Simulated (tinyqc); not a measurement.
## Circuit elements from the admittance matrix

Problem. Y belongs to a common-source circuit with y11 = i w (Cgs + Cgd), y12 = -i w Cgd, y21 = gm - i w Cgd, y22 = gds + i w (Cgd + Cd) and a resistance Rg in series with the gate; w = 2 pi f. Find Rg, Cgs + Cgd, Cgd, gm, gds and Cd.

Parameters, values chosen for the exercise: signal frequency f = 10 GHz.

Y with Rg (mS):
```
	1	2
1	0.13036547+3.92511473i	-0.05336435-1.60672304i
2	38.83085738-2.89819101i	5.87847001+5.50421220i
```

Solution. 1/Y11 = Rg + 1/(i w (Cgs + Cgd)) gives Rg; removing it from Z11 returns the inner y, whose parts are read off.

Rg = 8.452 ohm
Cgs + Cgd = 62.54 fF
Cgd = 25.60 fF
gm = 38.93 mS
gds = 5.839 mS
Cd = 53.60 fF

Program tinyqc, `OMP_NUM_THREADS=1 python tinyqc.py 2150141 2150142 out.jsonl`; Intel Xeon 2.30GHz, shared host, one thread, about 0.01 s.
